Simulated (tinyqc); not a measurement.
Binding against carrier density: donor level screened by free carriers (Yukawa potential).

Screening wave number: Debye ks^2 = 4 pi q n/(eps kB T); Thomas-Fermi ks^2 = 6 pi q n/(eps EF) with EF = c (3 pi^2 n/gv)^(2/3)/m, c = hbar^2/2m0; the two are joined by 1/ks^2 = sqrt(1/ks_D^4 + 1/ks_TF^4). 1e18/cm^3 = 1e-6/angstrom^3, q = e^2/(4 pi eps0).

Potential -(q/(eps r)) exp(-ks r), q = e^2/(4 pi eps0). In units Ry* = Ry m/eps^2 and a* = a0 eps/m the problem is [-Laplacian - 2 exp(-x r)/r] psi = E psi with x = ks a*.

Converged values use 18 functions exp(-z r), z = 1.55^i, i = -11 to 6: S = 2/A^3, H = z_i z_j S - 2/(A + x)^2, A = z_i + z_j.

Constants: e^2/(4 pi eps0) = 14.39964547 eV angstrom; kB = 8.617333262e-05 eV/K; hbar^2/2m0 = 3.80998211 eV angstrom^2.

Parameters, chosen for this exercise (near those of a donor in Si, with one mean mass; the results hold for these values, not for the real material): m = 0.319 m0 (mass); eps = 12 (dielectric constant); gv = 6 (valleys); T = 77 K (temperature); nl = (0.011, 0.038, 0.11, 0.38, 1.1, 3.8, 11) x 1e18/cm^3 (densities).

Ry* = 30.1404 meV
a* = 19.906 angstrom

x from the joined ks; converged 1s binding (dash: x above 1.17, at or past the limit 1.19 where the state unbinds).

Results:

| n (1e18/cm^3) | EF/kB T | 1/ks (angstrom) | x | binding (meV) | n^(1/3) a* |
|---|---|---|---|---|---|
| 0.011 | 0.03 | 200.0 | 0.100 | 24.56 | 0.044 |
| 0.038 | 0.06 | 107.7 | 0.185 | 20.39 | 0.067 |
| 0.11 | 0.12 | 63.3 | 0.314 | 14.99 | 0.095 |
| 0.38 | 0.27 | 34.3 | 0.580 | 6.86 | 0.144 |
| 1.1 | 0.56 | 20.7 | 0.964 | 0.88 | 0.205 |
| 3.8 | 1.27 | 12.3 | 1.616 | - | 0.311 |
| 11 | 2.58 | 8.9 | 2.231 | - | 0.443 |

What can be read from this table?

The binding falls from 24.6 to 0.9 meV (bare value 30.1); it passes half the bare value between 0.038 and 0.11 x 1e18/cm^3. The level is unbound, or bound by less than 0.001 Ry*, from 3.8 x 1e18/cm^3 on; as the density rises, it is lost by the time n^(1/3) a* reaches 0.31. x grows with exponent 0.50 in n at the start and 0.30 at the end (1/2 for Debye, 1/6 for Thomas-Fermi screening).

Run: tinyqc, `OMP_NUM_THREADS=1 python tinyqc.py 1252487 1252488 out.jsonl`; Intel(R) Xeon(R) Processor @ 2.30GHz, one thread, shared host; about 0.01 s of CPU time with all checks.
